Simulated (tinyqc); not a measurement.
Luttinger-Kohn k.p, four valence bands, step by step. One step of it, computed by the program tinyqc.

Question. Bloch Hamiltonian at k. P = c g1 k^2, Q = c g2 (kx^2 + ky^2 - 2 kz^2), R = c sqrt3 [-g2 (kx^2 - ky^2) + 2i g3 kx ky], S = 2 c sqrt3 g3 (kx - i ky) kz, c = hbar^2/2m = 3.809982 eV angstrom^2; rows [P+Q, -S, R, 0], [-S*, P-Q, 0, R], [R*, 0, P-Q, S], [0, R*, S*, P+Q]. The path ends lie at |k| = 0.06 1/angstrom.

Luttinger parameters chosen for this model; energies are counted downward from the top of the valence band:
```
parameter     value  unit
g1         8.210000
g2         1.480000
g3         2.040000
```

k point k (1/angstrom): [-0.016000, 0.036000, -0.035000]

Give: H(k) at k.

Answer.

H(k) at k (eV), order 3/2, 1/2, -1/2, -3/2:
```
[[0.0818, -0.0151-0.0339i, 0.0102-0.0155i, 0.0000],
 [-0.0151+0.0339i, 0.0919, 0.0000, 0.0102-0.0155i],
 [0.0102+0.0155i, 0.0000, 0.0919, 0.0151+0.0339i],
 [0.0000, 0.0102+0.0155i, 0.0151-0.0339i, 0.0818]]
```
